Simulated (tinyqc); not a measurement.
Tunnelling through a two-layer gate stack, WKB transmission and Tsu-Esaki current: one step of the calculation.

Electrons leave the emitter at x = 0. Energies E (motion across the layers) are in eV from the emitter Fermi level; the collector Fermi level lies at -V and offers states at every E. No charge in the dielectric and no image force: F1 = V/(t1 + t2 eps1/eps2), F2 = F1 eps1/eps2; U = phi1 - F1 x in layer 1 and phi2 - F1 t1 - F2 (x - t1) in layer 2. With C = hbar^2/(2 m0), kappa = sqrt(m (U - E)/C) where U > E and 0 elsewhere; T(E) = exp(-S), S = 2 times the integral of kappa over x.

Task. Fields and band edges. F1 = V/(t1 + t2 eps1/eps2), F2 = F1 eps1/eps2; U = phi1 - F1 x in layer 1 and phi2 - F1 t1 - F2 (x - t1) in layer 2. EOT = 3.9 (t1/eps1 + t2/eps2).

Inputs (values chosen for the exercise); layer 1 close to aluminium oxide, layer 2 close to zirconium oxide: barrier of layer 1 above the emitter Fermi level at zero bias phi1 = 2.57 eV; tunnelling mass of layer 1 m1 = 0.39 m0; thickness of layer 1 t1 = 0.7 nm; relative permittivity of layer 1 eps1 = 8.88; barrier of layer 2 at zero bias phi2 = 1.41 eV; tunnelling mass of layer 2 m2 = 0.26 m0; thickness of layer 2 t2 = 2.9 nm; relative permittivity of layer 2 eps2 = 26; voltage across the dielectric V = 0.6 V.

Wanted: F1; F2; U at the end of layer 1; U at the start of layer 2; U at the end of layer 2; EOT.

Result.

F1 = 3.5493 MV/cm
F2 = 1.2122 MV/cm
U at the end of layer 1 = 2.3215 eV
U at the start of layer 2 = 1.1615 eV
U at the end of layer 2 = 0.81000 eV
EOT = 0.74243 nm

tinyqc, about 0.06 s, one thread, Intel Xeon 2.30GHz (shared host): `OMP_NUM_THREADS=1 python tinyqc.py 2540166 2540167 out.jsonl`
